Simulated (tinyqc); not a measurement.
Thin (001) film in sp3s* tight binding with raised dangling bonds: sweeps and comparisons. A value that a table varies takes the place of the one given here.

Planes alternate anion (a), cation (c) along [001], a/4 apart, starting with an anion; zero in-plane momentum; levels counted from the bulk Ev, the lower root of [[Epa, Vxx], [Vxx, Epc]]; no spin-orbit coupling. Block of s, pz, s*: from an anion to the cation above, Vss/2 (s,s), Vsapc/2 (s,z), -Vscpa/2 (z,s), Vxx/2 (z,z), Vxapc/2 (s*,z), -Vpaxc/2 (z,s*); to the cation below the same with the s-z and s*-z signs reversed. Block of u = (px + py)/sqrt2 and v = (px - py)/sqrt2: to the cation above (Vxx + Vxy)/2 for u and (Vxx - Vxy)/2 for v, to the cation below the reverse. Each surface atom has two dangling sp3 hybrids; raising both by dl adds (dl/2) [[1, t], [t, 1]] to its s, pz levels (t = -1 at the bottom face, +1 at the top) and dl to the one of u, v in whose plane the missing bonds lie (v for a bottom anion or a top cation, u for a top anion).

Values chosen for the exercise (near a published set for Si, fitted to gaps, whose masses and valley positions are rough; shifted at random, so the results belong to these values and not to a real crystal):
```
symbol  value                                                                                           unit      meaning
p       (-4.239, 1.733, -4.239, 1.733, 6.676, 6.676, -8.262, 1.703, 4.546, 5.665, 5.665, 5.419, 5.419)  eV        order Esa, Epa, Esc, Epc, Exa, Exc, Vss, Vxx, Vxy, Vsapc, Vscpa, Vxapc, Vpaxc
Nw      25                                                                                                        planes in the thicker film
a       5.434                                                                                           angstrom  lattice constant
dp      30                                                                                              eV        value of dl for the passivated films
Ns      (7, 10, 15, 19, 26, 31, 45, 69)                                                                           numbers of planes
N0      12                                                                                                        first number of planes
```

## States in the gap of a film

edges (eV): Gamma 3.40600, Delta 1.07422

Levels between 0 and the lower bulk edge, the largest weight on the two outer planes of both faces among them, and the nearest levels outside, for several shifts dl.

Film of Nw planes:
```
dl (eV)  levels in the gap       at (eV)  surface weight  next above (eV)  next below (eV)
0                        2  0.240, 0.275            0.71           1.1162          -0.0742
1                        2  0.700, 0.708            0.80           1.1189          -0.0721
2                        0             -               -           1.0864          -0.0708
3                        0             -               -           1.1093          -0.0700
5                        0             -               -           1.1121          -0.0690
10                       0             -               -           1.1131          -0.0678
30                       0             -               -           1.1135          -0.0667
100                      0             -               -           1.1136          -0.0662
```

Can the levels of the bare film be read as confined subbands?

No: with bare surfaces (dl = 0) 2 levels lie in the bulk gap, with up to 71 % of the weight on the four outer planes, two a face, where an even spread gives 16 %; these are dangling-bond states, not subbands. The reruns show the bulk gap clear from dl = 2 eV on, and at dl = 30 eV the next level above lies -0.1 meV from its value at 100 eV. At dl = 2 eV the next level above is more than 20 meV from its value at 100 eV, so the surface still acts on it.

## Gap against thickness

Passivated films (finite dp, so levels can still be some meV from their limit), thickness N a/4. Highest level below mid-gap (either block) and the two lowest above it. The exponents are -d ln(shift)/d ln N between the sixth and the last film, for the valence level and for the mean of the two conduction levels.

Levels (eV):
```
N   thickness (angstrom)      Ev1     Ec1     Ec2     gap
7                   9.51  -0.5181  1.4940  1.4983  2.0120
10                 13.59  -0.2607  1.2941  1.3083  1.5547
15                 20.38  -0.1612  1.1804  1.1843  1.3415
19                 25.81  -0.1080  1.1396  1.1479  1.2476
26                 35.32  -0.0575  1.1122  1.1125  1.1697
31                 42.11  -0.0452  1.1008  1.1020  1.1460
45                 61.13  -0.0226  1.0873  1.0874  1.1100
69                 93.74  -0.0100  1.0798  1.0800  1.0899
```

exponents: valence 1.88, conduction 1.96

The gap is 2.012 eV at 9.5 angstrom and 1.090 eV at 93.7, against 1.074 eV in the bulk along this line. At 19 planes the conduction side gives 65 meV of the widening and the valence side 108 meV. A hard-walled parabolic band has exponent 2; departures come from the offset between N a/4 and the effective width, from non-parabolicity and from the termination (odd and even N end differently: in the direction of the bond rows at the two faces and, in a compound, in the kind of atom), which also makes single steps in N uneven. Ec1 and Ec2 are the doublet of the two Delta valleys along the normal.

## Valley splitting plane by plane

kz of the minimum = 0.73670 2 pi/a

Ten passivated films from N0 planes on; the phase is N pi k0/2 modulo pi, k0 the position of the bulk minimum.

Lowest doublet:
```
N   phase/pi  mean shift (meV)  splitting (meV)
12     0.420            163.43           16.679
13     0.789            141.18           14.281
14     0.157            123.52           20.416
15     0.525            108.14            3.949
16     0.894             96.11           11.353
17     0.262             85.79           10.520
18     0.630             76.83            0.924
19     0.999             69.56            8.323
20     0.367             63.02            5.103
21     0.735             57.40            2.668
```

The splitting ranges from 0.92 meV (N = 18) to 20.42 meV (N = 14), while the mean shift goes from 163 to 57 meV and falls steadily. The splitting changes direction 6 times in these ten films, and one plane more changes it by up to 16.47 meV: it hangs on the phase between the two faces, which is why atomic steps matter.

## What each change does

A film of Nw planes with shift dp: highest level below mid-gap (half the lower bulk edge) and the two lowest above. Each row changes one parameter from the base and keeps the others.

Results:
```
case        Ev1 (eV)  Ec1 (eV)  Ec2 (eV)
base         -0.0667    1.1135    1.1173
Nw = 29      -0.0511    1.1048    1.1054
dp = 60 eV   -0.0664    1.1136    1.1174
```

The largest shifts from the base row, up to three for each result and ties (the steps differ in size, so this ranks the rows, not the parameters). Ev1 (eV): Nw +0.0157, dp +0.0003. Ec1 (eV): Nw -0.0087, dp +0.0001. Ec2 (eV): Nw -0.0119, dp +0.0001. An odd change of Nw also changes which atoms end the film, so levels need not move as thickness alone would move them; the row for dp shows how far the passivation is from converged.

Program tinyqc; command `OMP_NUM_THREADS=1 python tinyqc.py 1482505 1482506 out.jsonl`; about 0.3 s on one thread of a shared Intel(R) Xeon(R) Processor @ 2.30GHz.
